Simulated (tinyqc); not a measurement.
# Changing the pyrometer wavelength

Model: rapid thermal processing of a wafer: radiative balance, ramp and cooling, pattern effects, pyrometer error and spike budget. Computed by tinyqc, a small Python program. Command: `OMP_NUM_THREADS=1 python tinyqc.py 3112704 3112705 out.jsonl rtp sweep`. One thread of a shared host (Intel(R) Xeon(R) Processor @ 2.30GHz), about 0.04 s of CPU time with the checks.

The wafer is opaque and uniform through its thickness unless said otherwise; temperatures in formulas are in kelvin (C + 273.15). sigma = 5.670374419e-12 W/(cm^2 K^4).

Inputs (values chosen for the exercise, modelled on a hot silicon wafer):
```
quantity                              value  unit
process temperature                     871     C
starting temperature                    450     C
error of the assumed emissivity         9.7     %
activation energy of the process E_a      2    eV
```

Constants: h = 6.62607015e-34 J s; c = 299792458 m/s; k_B = 1.380649e-23 J/K; k_B = 8.617333262e-05 eV/K.

Method. Signal proportional to eps/(exp(c2/(lambda T)) - 1), c2 = h c/k_B. If the assumed emissivity is too high by the given error, the reading T' solves (1 + error)/(exp(c2/(lambda T')) - 1) = 1/(exp(c2/(lambda T)) - 1). Wien estimate: T' - T = -lambda T^2 ln(1 + error)/c2. Process rates go as exp(-E_a/(k_B T)).

One run for each value; columns: (1) pyrometer wavelength (micrometre); (2) reading less true temperature (K); (3) Wien estimate (K); (4) c2/(lambda T); (5) rate at T over rate at T', less 1 (%):
```
(1)      (2)     (3)    (4)    (5)
0.6    -5.03   -5.05  20.96    9.4
0.9    -7.53   -7.58  13.97   14.4
1.3   -10.85  -10.95   9.67   21.4
2.0   -16.57  -16.85   6.29   34.7
3.0   -24.37  -25.27   4.19   55.5
4.5   -34.61  -37.91   2.79   88.3
6.7   -46.19  -56.44   1.88  134.7
10.0  -57.97  -84.23   1.26  195.2
```

Describe and explain the trends.

Over the rows, reading less true temperature (K) falls from -5.03 to -58.0 (exponent d ln y / d ln x 0.99 between the first rows and 0.57 between the last); Wien estimate (K) falls from -5.05 to -84.2 (exponent d ln y / d ln x about 1.0 throughout); c2/(lambda T) falls from 21.0 to 1.26 (exponent d ln y / d ln x about -1.00 throughout). At the low end the exponent of reading less true temperature is 0.99, close to 1: the Wien limit.

Caution (rows 1.30, 2.00, 3.00, 4.50, 6.70, 10.0): below about 600 C lightly doped silicon is partly transparent at this wavelength, so its emissivity is not yet the hot value early in the ramp.
